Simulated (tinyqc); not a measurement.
Floating body of a partially depleted SOI transistor: body voltage and kink: output curve and kink.

Source at 0 V. Channel current Ic = 2 nf K Vt^2 [F(0) - F(Vd)](1 + la Vd), F(V) = ln^2(1 + exp((Vg - VT - nf V)/(2 nf Vt))), VT = VT0 - gb Vb. Saturation voltage Vs = 2 Vt sqrt(F(0)) + 3 Vt, excess Ve = (Vd - Vs + sqrt((Vd - Vs)^2 + 0.0004 V^2))/2, multiplication M1 = Ai Ve exp(-Bl/Ve). Each junction passes D(v) = J1 (exp(v/Vt) - 1) + J2 (exp(v/(2 Vt)) - 1). Bipolar current Ib = bb J1 (exp(Vb/Vt) - 1). The body settles where M1 (Ic + Ib) = D(Vb) + D(Vb - Vd) + Vb/Rb; drain current Id = (1 + M1)(Ic + Ib) - D(Vb - Vd).

Rows with more than one solution for Vb (latch) are left out; dId/dVd by a forward difference over 1e-4 V, swing = 1e-4 V over the change of log10 Id; M1 under 1e-12 is printed as 0.

Inputs (values chosen for the exercise); values of the order met in partially depleted silicon-on-insulator transistors:
```
symbol    value         unit                                                                                            meaning
T           300            K                                                                                        temperature
VT0        0.34            V                                                                     threshold at zero body voltage
gb         0.25                                                                  fall of the threshold per volt of body voltage
nf          1.4                                                                                                    slope factor
K           450  uA/(V^2 um)                                                                              gain factor per width
la         0.07          1/V                                                                   channel-length modulation factor
Ai         3.96          1/V                                                                        impact-ionisation prefactor
Bl          8.2            V                                                                          impact-ionisation voltage
J1      9.2e-12        uA/um                                                      diffusion saturation current of each junction
J2       5.4e-9        uA/um                                                  recombination saturation current of each junction
bb            3                                                 gain of the lateral bipolar transistor on the diffusion current
Rb          1e5      kohm um  resistance of a weak body tie to the source (1e9 stands for no tie, and the term is then dropped)
Vg         0.66            V                                                                                       gate voltage
```

Constants: q = 1.602176634e-19 C, kB = 1.380649e-23 J/K, Vt = kB T/q. Results are converted to the units shown.

Results:
```
Vd (V)    Vb (V)        M1  Id, floating (uA/um)  Id, grounded (uA/um)  ratio  dId/dVd, floating (uS/um)  dId/dVd, grounded (uS/um)
0.8     2.076e-4  1.184e-7                 17.48                 17.47  1.000                      1.358                      1.158
1        0.03350  1.798e-5                 18.63                 17.70  1.052                      17.92                      1.165
1.2       0.4318  1.411e-4                 31.94                 17.94  1.780                      103.5                      1.233
1.4       0.5682  0.001014                 37.83                 18.21  2.077                      15.21                      1.499
1.8       0.6444   0.01427                 44.38                 19.09  2.325                      21.99                      3.161
2         0.6698   0.03409                 50.13                 19.86  2.524                      37.48                      4.662
2.2       0.6918   0.06826                 60.52                 20.98  2.885                      70.86                      6.575
```

Estimate the missing row, Vd = 1.6 V.

Computed row:
```
Vd (V)  Vb (V)        M1  Id, floating (uA/um)  Id, grounded (uA/um)  ratio  dId/dVd, floating (uS/um)  dId/dVd, grounded (uS/um)
1.6     0.6127  0.004620                 40.76                 18.57  2.195                      15.32                      2.112
```

With this row back in the table: Vb rises from 2.08e-4 to 0.692 V and the ratio of the currents rises from 1.00 to 2.89. The output conductance with a floating body exceeds the grounded value by the largest factor among the rows, 83.9, at Vd = 1.2 V, where Vb = 0.432 V and M1 = 1.41e-4.

Range of the model: The multiplication law is an empirical form chosen for the exercise; self-heating and capacitive coupling to the body are left out, and the linear laws are rough once Vb passes about 0.7 V or M1 about 0.1.

Computed by the program tinyqc: `OMP_NUM_THREADS=1 python tinyqc.py 2182264 2182265 out.jsonl`, one thread of a shared Intel Xeon 2.30GHz, about 0.2 s for the whole run.
